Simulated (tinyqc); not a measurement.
Worked calculation: Debye-Callaway model of lattice thermal conductivity. Computed by tinyqc, a small Python program that keeps every step. Command: `OMP_NUM_THREADS=1 python tinyqc.py 3024307 3024308 out.jsonl callaway walk`. One thread of a shared host (Intel(R) Xeon(R) Processor @ 2.30GHz), about 0.01 s of CPU time with the checks. Intermediate numbers are printed to about 6 digits and carried at full precision; extremes and crossings named in words are read from the listed rows.

Three acoustic branches with one velocity v, cut at omega_D = k_B Theta/hbar; x = hbar omega/(k_B T). v and Theta are separate inputs: Theta cuts off the heat-carrying modes, so C need not reach 3 k_B/V. gamma is an effective value that sets the umklapp rate.

Inputs (values chosen for the exercise, modelled on gallium nitride):
```
quantity                                value        unit
sound velocity v                         5050         m/s
Debye temperature Theta                   660           K
volume per atom V                        11.4  angstrom^3
mean atomic mass M                       41.9           u
effective Grueneisen parameter gamma     1.86           -
umklapp exponent divisor b                  3           -
vacancy fraction n_v                  0.00045           -
Casimir length L                          400  micrometre
normal-process factor f_N                 3.7           -
temperature T                             600           K
probe frequency omega/omega_D            0.21           -
```

Sample: crystal. Point defects: vacancies. Normal processes: included.

Constants: k_B = 1.380649e-23 J/K; hbar = 1.054571817e-34 J s; u = 1.6605390666e-27 kg.

## Mass-fluctuation parameter

A vacancy counts as a mass defect Delta M/M = -3 (the missing mass and twice its bonds), so Gamma = 9 n_v. A = V Gamma/(4 pi v^3).

Gamma = 0.00405

Rayleigh coefficient A = 2.85283e-44 s^3

## Scattering rates at one frequency

Rates: point defects A omega^4; umklapp B omega^2 T exp(-Theta/(b T)) with B = hbar gamma^2/(M v^2 Theta); normal processes f_N B omega^2 T (T/Theta)^2. Boundaries: v/L. The resistive time is tau_R = 1/(boundary + point-defect + umklapp rates), and the free path is v tau_R.

omega = 1.81456e+13 rad/s

Rates:
```
process         rate (1/s)  rate x tau_R
boundaries     1.26250e+07   2.75897e-04
point defects  3.09284e+09     0.0675886
umklapp        4.26543e+10      0.932136
normal         1.88200e+11       4.11279
```

tau_R = 2.18533e-11 s

free path = 110.359 nm

The strongest resistive process at this frequency: umklapp, 93 % of the resistive rate.

## The integrand on a coarse grid

x runs in ten equal steps to min(Theta/T, 12); g = x^4 e^x/(e^x - 1)^2; tau_C is the inverse of all rates summed; the last column is c tau_C g with c = (k_B/(2 pi^2 v)) (k_B T/hbar)^3.

Integrand:
```
x           g    tau_C (s)  c tau_C g (W/(m K))
0.11  0.01209  1.90405e-11              15.4512
0.22  0.04821  4.71811e-12              15.2686
0.33  0.10792  2.06600e-12              14.9678
0.44  0.19051  1.13857e-12              14.5616
0.55  0.29499  7.10173e-13              14.0639
0.66  0.42013  4.78321e-13              13.4908
0.77  0.56445  3.39340e-13              12.8588
0.88  0.72630  2.49895e-13              12.1847
0.99  0.90383  1.89265e-13              11.4840
1.10  1.09503  1.46518e-13              10.7710
```

The integrand is largest at the lowest frequency shown, whose long lifetime outweighs its small heat capacity.

## Thermal conductivity

kappa_1 = c int tau_C g dx, g = x^4 e^x/(e^x - 1)^2, c = (k_B/(2 pi^2 v)) (k_B T/hbar)^3, over 0 < x < min(Theta/T, 40), by 96 Gauss-Legendre points in s with x = x_max s^2; 1/tau_C = 1/tau_R + 1/tau_N; kappa_2 = c [int (tau_C/tau_N) g dx]^2 / int (tau_C/(tau_N tau_R)) g dx; kappa = kappa_1 + kappa_2. Heat capacity C = 3 c int g dx / v^2; grey free path 3 kappa/(C v); the median free path v tau_C halves kappa_1 when the quadrature points are ordered by free path (each counted at half its weight, interpolated in the logarithm); likewise at 10 % and 90 %.

kappa_1 = 15.0879 W/(m K)

kappa_2 = 16.3101 W/(m K)

kappa = 31.3981 W/(m K)

heat capacity C = 3.30060e+06 J/(m^3 K)

grey free path = 5.65119 nm

median free path = 4.35021 nm

free path at 10 % of kappa_1 = 1.01482 nm

free path at 90 % of kappa_1 = 116.582 nm

The median free path is 0.77 times the grey one. The middle 80 % of kappa_1 spans a factor 110 in free path. The Callaway term kappa_2 is 52 % of the total.

## Leaving out one process at a time

The formulas are those given above.

Conductivity at T:
```
case                   kappa (W/(m K))  ratio to all
all processes                  31.3981             1
without point defects          56.3441       1.79451
without boundaries             31.4400       1.00134
without umklapp                54.7895       1.74500
```

Removing point defects raises kappa most, by a factor 1.79; removing boundaries gives only 1.00.

## Conductivity against temperature

The boundary limit is C v^2/(3 x boundary rate), with C = 3 c int g dx / v^2.

Kappa (W/(m K)):
```
T (K)  all processes  without point defects  boundary limit
6.6          113.325                183.845         183.845
13           337.175                1404.91         1404.92
23           569.579                7702.44         7780.43
40           704.237                11962.1         40915.8
66           559.299                3055.02          178876
110          294.696                970.705          626593
200          129.842                327.871     1.44655e+06
330          66.2470                141.918     1.94729e+06
530          36.2900                67.6605     2.18593e+06
860          21.3295                34.0847     2.29115e+06
```

kappa peaks among these rows at 40 K (T/Theta = 0.061) with 704 W/(m K). The exponent d ln kappa/d ln T is 1.61 at the cold end and -1.10 at the hot end. The normal rate is taken to grow as T^3 at all T, which overstates it above Theta. Point defects cost most at 40 K, a factor 17.0.

Checks made by the program: heat capacity against the Debye function (relative difference below 1e-10).
